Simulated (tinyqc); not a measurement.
Plane-wave Kohn-Sham cycle with exchange-only LDA in a layered model solid, step by step. One step of it, computed by the program tinyqc.

Problem. Iteration 2: Hamiltonian at one k. H(m,m') = (k + G_m)^2/2 delta + V(G_m - G_m'), with V(-G) = V(G).

A solid whose potential varies along x alone (atomic units):
```
parameter                      value
period a                   12.700000
cross-section of the cell  15.000000
electrons per cell                 4
grid points                       16
plane waves -n..n, n               2
k points                           1
V1 in V1 cos(2 pi x/a)     -0.770000
```

V(G_m), m = 0, 1, 2, ... (hartree): -0.264621  -0.068008  0.007345  -0.001746  -0.000635

k = 0.000000 2 pi / a

Give: H.

Solution.

H (hartree), lower triangle:
```
        -2      -1      +0      +1     +2
-2   0.225
-1  -0.068  -0.142
+0   0.007  -0.068  -0.265
+1  -0.002   0.007  -0.068  -0.142
+2  -0.001  -0.002   0.007  -0.068  0.225
```
